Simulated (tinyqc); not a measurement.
# Worked calculation: double-gate transistor below threshold, two-dimensional Poisson equation on a small mesh

Computed by the program tinyqc: `OMP_NUM_THREADS=1 python tinyqc.py 2480012 2480013 out.jsonl`, one thread of a shared Intel Xeon 2.30GHz, about 0.2 s for the whole run. Printed values are rounded.

Half of a symmetric double-gate structure: row 0 is the mid-plane of the body, where the normal field vanishes. Mobile charge is neglected (subthreshold), the body is fully depleted, and potentials are counted from the intrinsic level; rows run upward to the gate, columns from source to drain.

Inputs (values chosen for the exercise); semiconductor permittivity made up: temperature T = 350 K; relative permittivity of the semiconductor eps_r = 13.7; relative permittivity of the insulator eox = 7.5; half the body thickness tb = 3 nm; insulator thickness tox = 3.3 nm; channel length L = 39 nm; acceptor density of the depleted body Na = 9.1e17 cm^-3; potential of the source Vbi = 0.47 V; gate offset Vfb = 0.03 V; gate voltage Vg = 0.05 V; drain voltage Vd = 1 V.

Constants: q = 1.602176634e-19 C, kB = 1.380649e-23 J/K, Vt = kB T/q, eps0 = 8.8541878128e-14 F/cm where lengths are in cm. Results are converted to the units shown.

## Coefficients of the five-point equations

Mesh: rows i = 0..3 in the semiconductor (step hs = tb/3, row 3 on the interface), then 2 step(s) ho = tox/2 up to the gate row 5; columns j = 0..6 (step hy = L/6). Box integration, divided by eps0: up_i = eps hy/h of the interval above row i, dn_i = that of the interval below (0 for row 0), lat_i = (sum of eps h/2 over the intervals above and below)/hy, s_i = -q Na w_i hy/eps0 with w_i the semiconductor height of the box (hs/2 for row 0 and the interface row, hs between, 0 in the insulator). Each free node obeys (up + dn + 2 lat) psi = up psi(above) + dn psi(below) + lat [psi(left) + psi(right)] + s.

```
row       up       dn      lat       s (V)
0      89.05        0  1.05385  -0.0535163
1      89.05    89.05  2.10769   -0.107033
2      89.05    89.05  2.10769   -0.107033
3    29.5455    89.05  2.00577  -0.0535163
4    29.5455  29.5455  1.90385           0
```

## Iteration 1: over-relaxation sweep (omega = 1.5)

psi at the start (fixed values on the edges, free nodes linear between source and drain columns) (V):
```
           j=0      j=1      j=2      j=3      j=4      j=5      j=6
row 0  0.47000  0.63667  0.80333  0.97000  1.13667  1.30333  1.47000
row 1  0.47000  0.63667  0.80333  0.97000  1.13667  1.30333  1.47000
row 2  0.47000  0.63667  0.80333  0.97000  1.13667  1.30333  1.47000
row 3  0.47000  0.63667  0.80333  0.97000  1.13667  1.30333  1.47000
row 4  0.24500  0.32833  0.41167  0.49500  0.57833  0.66167  0.74500
row 5  0.02000  0.02000  0.02000  0.02000  0.02000  0.02000  0.02000
```

Free nodes: rows 0..4, columns 1..5, taken row by row from row 0, left to right. t = (up psi(above) + dn psi(below) + lat [psi(left) + psi(right)] + s)/(up + dn + 2 lat), with the newest neighbours; psi(new) = psi + 1.5 (t - psi).

psi after iteration 1 (V):
```
           j=0      j=1      j=2      j=3      j=4      j=5      j=6
row 0  0.47000  0.63579  0.80244  0.96910  1.13577  1.30244  1.47000
row 1  0.47000  0.63514  0.80177  0.96844  1.13510  1.30177  1.47000
row 2  0.47000  0.63467  0.80127  0.96794  1.13460  1.30127  1.47000
row 3  0.47000  0.52238  0.65606  0.79179  0.92757  1.06336  1.47000
row 4  0.24500  0.24781  0.30424  0.36455  0.42508  0.48562  0.74500
row 5  0.02000  0.02000  0.02000  0.02000  0.02000  0.02000  0.02000
```

## Iteration 2: over-relaxation sweep (omega = 1.5)

As before.

psi after iteration 2 (V):
```
           j=0      j=1      j=2      j=3      j=4      j=5      j=6
row 0  0.47000  0.63398  0.80055  0.96721  1.13388  1.30056  1.47000
row 1  0.47000  0.63309  0.79959  0.96626  1.13292  1.29963  1.47000
row 2  0.47000  0.55039  0.69131  0.83486  0.97850  1.12221  1.47000
row 3  0.47000  0.45499  0.56503  0.68140  0.79806  0.92145  1.47000
row 4  0.24500  0.23571  0.28735  0.34427  0.40154  0.47259  0.74500
row 5  0.02000  0.02000  0.02000  0.02000  0.02000  0.02000  0.02000
```

## Course of the iteration: over-relaxation sweep (omega = 1.5)

Stop when the largest change of psi is below 1e-7 V, or after 400 iterations. Fixed values: gate row Vg - Vfb; column 0 at Vbi and the last column at Vbi + Vd in the semiconductor, each running linearly to Vg - Vfb across the insulator.

Course of the iteration:
```
iteration  psi at row 0, j = 3 (V)  largest |change| of one entry (V)
1                         0.969104                              0.240
2                         0.967211                              0.179
3                         0.964890                              0.134
4                         0.818001                              0.198
5                         0.698332                              0.144
6                         0.614942                             0.0970
7                         0.531890                             0.0953
8                         0.458100                             0.0836
9                         0.397450                             0.0669
...                            ...                                ...
79                       0.0458505                            3.81e-7
80                       0.0458502                            3.21e-7
81                       0.0458499                            2.70e-7
82                       0.0458497                            2.27e-7
83                       0.0458495                            1.91e-7
84                       0.0458493                            1.60e-7
85                       0.0458492                            1.35e-7
86                       0.0458491                            1.13e-7
87                       0.0458490                            9.54e-8
```

Converged in 87 iterations. At the end each change is about 0.84 times the one before: linear convergence.

## Barrier, swing and barrier lowering

converged psi (V):
```
           j=0      j=1      j=2      j=3      j=4      j=5      j=6
row 0  0.47000  0.14529  0.04857  0.04585  0.13343  0.45745  1.47000
row 1  0.47000  0.14320  0.04806  0.04538  0.13123  0.44990  1.47000
row 2  0.47000  0.13682  0.04656  0.04402  0.12473  0.42695  1.47000
row 3  0.47000  0.12589  0.04418  0.04189  0.11418  0.38767  1.47000
row 4  0.24500  0.07696  0.03345  0.03222  0.07055  0.21618  0.74500
row 5  0.02000  0.02000  0.02000  0.02000  0.02000  0.02000  0.02000
```

d psi/dVg on row 0: j=0 0.000000, j=1 0.683580, j=2 0.899317, j=3 0.945634, j=4 0.899317, j=5 0.683580, j=6 0.000000
d psi/dVd on row 0: j=0 0.00000, j=1 0.00213, j=2 0.00791, j=3 0.02718, j=4 0.09277, j=5 0.31429, j=6 1.00000

The barrier is read along row 0, the path farthest from the gate. Take the node j of lowest psi: barrier Vbi - psi_j; swing Vt ln 10/(d psi_j/dVg); DIBL = (d psi_j/dVd)/(d psi_j/dVg). The derivatives solve the same equations with s = 0 and a unit change of that voltage.

j = 3
barrier = 0.424152 V
swing = 73.4401 mV/decade
DIBL = 28.7456 mV/V

A mesh of 12, 8 and 80 steps (semiconductor, insulator, channel) gives a barrier of 0.442 V, a swing of 73.0 mV a decade and a DIBL of 12.5 mV/V; the small mesh puts the barrier 4.1 % below that.
